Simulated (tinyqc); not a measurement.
What moves the results: interband optics of a two-band s-p chain from momentum matrix elements. A value that a table varies takes the place of the one given here.

H(k) = [[Es - 2 ts cos ka, 2i V sin ka], [-2i V sin ka, Ep_ + 2 tp cos ka]] in the basis s, p; the lower band is full, with two electrons a cell. The velocity operator times hbar is W = dH/dk (eV angstrom); intra-atomic dipoles are left out.

With w(k) = |<c|W|v>|^2 and D(k) = Ec - Ev, on the mesh k_j = (j + 1/2)/N (2 pi/a): eps(E) = 1 + (8 pi e2/(a Ar)) mean_j (w/D^2) [1/(D - E - i eta) + 1/(D + E + i eta)], e2 = e^2/(4 pi eps0); light polarised along the chains, no local fields.

Constants: e^2/(4 pi eps0) = 14.39964547 eV angstrom; hbar^2/2m0 = 3.80998211 eV angstrom^2.

Values chosen for the exercise: a = 2.6 angstrom (period); Es = 3.6 eV (upper orbital (s)); Ep_ = -2.15 eV (lower orbital (p)); ts = 0.42 eV (s-s hopping); tp = 0.46 eV (p-p hopping); V = 0.66 eV (s-p hopping); Ar = 13.3 angstrom^2 (cross-section per chain); eta = 0.3 eV (Lorentzian half width); E = 6.83 eV (photon energy).

## Joint density of states against eps2

Mesh of 2000 points. J(E) = mean of (eta/pi)/((E - D)^2 + eta^2). The fourth column is J times the constant (8 pi^2 e2/(a Ar)) mean(w/D^2). R = |(sqrt(eps) - 1)/(sqrt(eps) + 1)|^2.

Spectrum:

| E (eV) | J (1/eV) | eps2 | eps2 with constant element | eps1 | R |
|---|---|---|---|---|---|
| 3.39 | 0.039 | 0.564 | 0.241 | 2.776 | 0.067 |
| 3.82 | 0.114 | 1.937 | 0.695 | 3.212 | 0.120 |
| 4.25 | 0.197 | 2.826 | 1.202 | 0.776 | 0.182 |
| 4.68 | 0.173 | 1.383 | 1.060 | 0.082 | 0.164 |
| 5.11 | 0.163 | 0.642 | 0.999 | 0.320 | 0.088 |
| 5.54 | 0.166 | 0.339 | 1.013 | 0.673 | 0.019 |
| 5.96 | 0.178 | 0.286 | 1.087 | 1.004 | 0.005 |
| 6.39 | 0.203 | 0.435 | 1.243 | 1.298 | 0.013 |
| 6.82 | 0.252 | 0.848 | 1.542 | 1.486 | 0.035 |
| 7.25 | 0.335 | 1.660 | 2.046 | 1.126 | 0.091 |
| 7.68 | 0.202 | 1.140 | 1.237 | -0.240 | 0.228 |
| 8.11 | 0.065 | 0.344 | 0.397 | 0.040 | 0.210 |

Transitions span 3.990 to 7.510 eV. Among the energies listed J peaks at 7.25 eV and eps2 at 4.25 eV. The ratio of eps2 to the constant-element value is 2.35 at 4.25 eV and 0.81 at 7.25 eV: w/D^2 is 0.740 angstrom^2 at the zone centre and 0.209 at the edge.

## Mesh against broadening

eps2 at E for three widths, and eps(0) at eta = 0; the last row is the mesh of 2000 points.

Convergence:

| N | eta = 0.03 eV | eta = 0.1 eV | eta = 0.3 eV | eps(0) |
|---|---|---|---|---|
| 4 | 0.140 | 0.443 | 0.929 | 1.4480 |
| 8 | 2.566 | 2.003 | 1.081 | 1.7637 |
| 16 | 0.165 | 0.491 | 0.836 | 1.7822 |
| 32 | 0.346 | 0.717 | 0.862 | 1.7822 |
| 64 | 0.829 | 0.778 | 0.862 | 1.7822 |
| 128 | 0.722 | 0.774 | 0.862 | 1.7822 |
| 2000 | 0.707 | 0.774 | 0.862 | 1.7822 |

The first N from which eps2 stays within 2 % of the last row is above 128 for eta = 0.03, 64 for 0.1 and 32 for 0.3 eV; for eps(0) and 0.1 % it is 16. E lies inside the range of transitions, so as a rule the spacing of D between mesh points must fall below eta (less so where the weight w is small at E).

## Static constant against the gap

Es takes the values listed; mesh of 400 points; the Penn-type estimate is 1 + 8 pi c e2 n_eff/(a Ar Dm^2) with Dm the f-weighted mean of D, f = w/(c D), n_eff = 2 mean(f), c = hbar^2/2m0.

Results:

| Es (eV) | smallest D (eV) | Dm (eV) | n_eff | eps(0) | estimate |
|---|---|---|---|---|---|
| 3.30 | 3.690 | 5.463 | 0.549 | 1.940 | 1.733 |
| 3.60 | 3.990 | 5.763 | 0.522 | 1.782 | 1.626 |
| 4.10 | 4.490 | 6.262 | 0.482 | 1.591 | 1.490 |
| 4.60 | 4.990 | 6.762 | 0.448 | 1.458 | 1.391 |
| 5.60 | 5.990 | 7.761 | 0.392 | 1.293 | 1.260 |
| 6.60 | 6.990 | 8.760 | 0.349 | 1.199 | 1.181 |
| 8.60 | 8.990 | 10.758 | 0.285 | 1.104 | 1.098 |

eps(0) - 1 falls from 0.940 to 0.104, as Dm^-3.24; a fixed n_eff would give the power -2, and n_eff goes from 0.549 to 0.285. The single-gap estimate is low by 22.0 % of eps(0) - 1 in the first row and 5.9 % in the last, since 1/D^2 favours the smallest separations. n_eff need not equal the 2 electrons of the cell: a two-orbital basis with chosen hoppings does not obey the free-electron sum rule.

## What moves the optical response

Mesh of 400 points; n_eff = 2 mean(w/(c D)), c = hbar^2/2m0. Each row changes one parameter from the base and keeps the others.

Results:

| case | smallest D (eV) | largest D (eV) | n_eff | eps(0) |
|---|---|---|---|---|
| base | 3.990 | 7.510 | 0.522 | 1.782 |
| a = 2.73 angstrom | 3.990 | 7.510 | 0.575 | 1.821 |
| Es = 3.9 eV | 4.290 | 7.810 | 0.497 | 1.659 |
| ts = 0.504 eV | 3.822 | 7.678 | 0.526 | 1.833 |
| V = 0.726 eV | 3.990 | 7.510 | 0.622 | 1.925 |
| Ar = 14.63 angstrom^2 | 3.990 | 7.510 | 0.522 | 1.711 |

The largest shifts from the base row, up to three for each result and ties (the steps differ in size, so this ranks the rows, not the parameters). smallest D (eV): Es +0.300, ts -0.168; unchanged at the printed digits by a, V and Ar. largest D (eV): Es +0.300, ts +0.168; unchanged at the printed digits by a, V and Ar. n_eff: V +0.100, a +0.053, Es -0.024; unchanged at the printed digits by Ar. eps(0): V +0.143, Es -0.124, Ar -0.071.

Computed by tinyqc, a small Python program: `OMP_NUM_THREADS=1 python tinyqc.py 1650344 1650345 out.jsonl` (the numbers bound the seed that draws the inputs); one thread of a shared host (Intel(R) Xeon(R) Processor @ 2.30GHz), about 0.01 s for the whole set of steps.
